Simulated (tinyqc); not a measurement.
Classical nucleation, growth and JMAK kinetics of crystallisation from a melt or glass: one step, computed by the program tinyqc. Command: `OMP_NUM_THREADS=1 python tinyqc.py 3030522 3030523 out.jsonl nucl walk`. One thread of a shared host (Intel(R) Xeon(R) Processor @ 2.30GHz), about 0.01 s of CPU time with the checks.

A spherical nucleus cap on a flat wall with a sharp interface of isotropic energy gamma; lambda = Omega^(1/3) is the jump distance.

Task: Fraction transformed and grain size. JMAK with steady nucleation and growth, nuclei spread at random: extended fraction X_e = (pi/3) I u^3 t^4, X = 1 - exp(-X_e); t_X = [-3 ln(1 - X)/(pi I u^3)]^(1/4); final grains per volume = Gamma(5/4) (3/pi)^(1/4) (I/u)^(3/4), Gamma(5/4) = 0.9064024771. Grain size = (grains per volume)^(-1/3).

Inputs (values chosen for the exercise, for a model substance): temperature T = 1170 K; wall area per volume S_v = 8e+06 1/m; time t = 0.15 s.

Nucleation: on a flat wall. Driving force: Turnbull (linear).

nucleation rate I = 3.272343e+27 1/(m^3 s)

growth velocity u = 8.639539e-06 m/s

Give: extended fraction; fraction X at t; half time t_0.5; grains per volume; grain size.

Result:

extended fraction = 1.119e+09

fraction X at t = 1

half time t_0.5 = 7.484e-04 s

grains per volume = 2.433e+24 1/m^3

grain size = 0.007435 micrometre

t is 200 half times: the change is complete. Caution: grains come out smaller than the spacing of the walls, so nuclei are not spread at random as JMAK assumes.
